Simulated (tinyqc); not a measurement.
Spin coating of a resist or spin-on film: centrifugal thinning, evaporation and the final thickness (Emslie and Meyerhofer models): one step, computed by the program tinyqc.

A Newtonian film stays uniform over the wafer; solvent and solids have the same density and the concentration is uniform through the thickness.

Question. The two-stage estimate. Meyerhofer estimate: flow rules until (1 - c0) K h^3 = e, then evaporation alone: h_w = (e/((1 - c0) K))^(1/3), dry film c0 h_w.

Inputs (values chosen for the exercise, of the order of those of a polymer resist in an ester solvent): solids volume fraction c0 = 0.22.

evaporation rate e = 0.53 micrometre/s

flow constant K = 6.307676e-05 1/(micrometre^2 s)

Give: wet thickness h_w; dry film, estimate; drying time (1 - c0) h_w/e.

Answer.

wet thickness h_w = 22.085 micrometre

dry film, estimate = 4858.8 nm

drying time (1 - c0) h_w/e = 32.503 s
